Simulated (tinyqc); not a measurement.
Thickness: WKB tunnelling through a gate dielectric with a two-band (Franz) dispersion.

At depth x the conduction edge lies u(x) = phi - V x/t above the electron. Parabolic: kappa = sqrt(m u/c). Franz: kappa = sqrt(m u (1 - u/Eg)/c), which vanishes at both band edges. c = hbar^2/2m0. T = exp(-2 integral of kappa dx) over the region u > 0; no image force, no prefactor, zero transverse momentum. The region ends at x_e = min(t, phi t/V); x_e < t is the Fowler-Nordheim regime.

Constants: hbar^2/2m0 = 3.80998211 eV angstrom^2.

Parameters, chosen for this exercise (of the size used for Si3N4 on silicon; not measured data): Eg = 4.97 eV (gap of the dielectric); phi = 2.06 eV (barrier above the electron energy at the emitter); m = 0.42 m0 (mass at the conduction edge); V = 0.6 V (voltage across the layer).

The same voltage across layers of other thickness. The last column is the thickness that changes T by a factor of ten, ln(10)/(2 I/t).

Transmission:

| t (angstrom) | field (MV/cm) | T parabolic | T Franz | angstrom per decade, Franz |
|---|---|---|---|---|
| 8 | 7.50 | 0.000877 | 0.00353 | 3.262 |
| 12 | 5.00 | 2.60e-05 | 0.000209 | 3.262 |
| 15 | 4.00 | 1.85e-06 | 2.52e-05 | 3.262 |
| 20 | 3.00 | 2.28e-08 | 7.39e-07 | 3.262 |
| 25 | 2.40 | 2.80e-10 | 2.17e-08 | 3.262 |
| 30 | 2.00 | 3.44e-12 | 6.35e-10 | 3.262 |
| 40 | 1.50 | 5.19e-16 | 5.46e-13 | 3.262 |

Give the missing row, t (angstrom) = 10.

Computed row:
```
t (angstrom)  field (MV/cm)  T parabolic   T Franz  angstrom per decade, Franz
10                     6.00     0.000151  0.000859                       3.262
```

At fixed voltage the exponent is proportional to t: T falls tenfold for each 3.26 angstrom. The ratio of Franz to parabolic grows with t, from 4.02 at 8 to 1.05e+03 at 40 angstrom. Fields above about 7 MV/cm (1 of the rows) are past breakdown; those rows are an exercise.

Computed by tinyqc, a small Python program: `OMP_NUM_THREADS=1 python tinyqc.py 1452202 1452203 out.jsonl` (the numbers bound the seed that draws the inputs); one thread of a shared host (Intel(R) Xeon(R) Processor @ 2.30GHz), about 0.01 s for the whole set of steps.
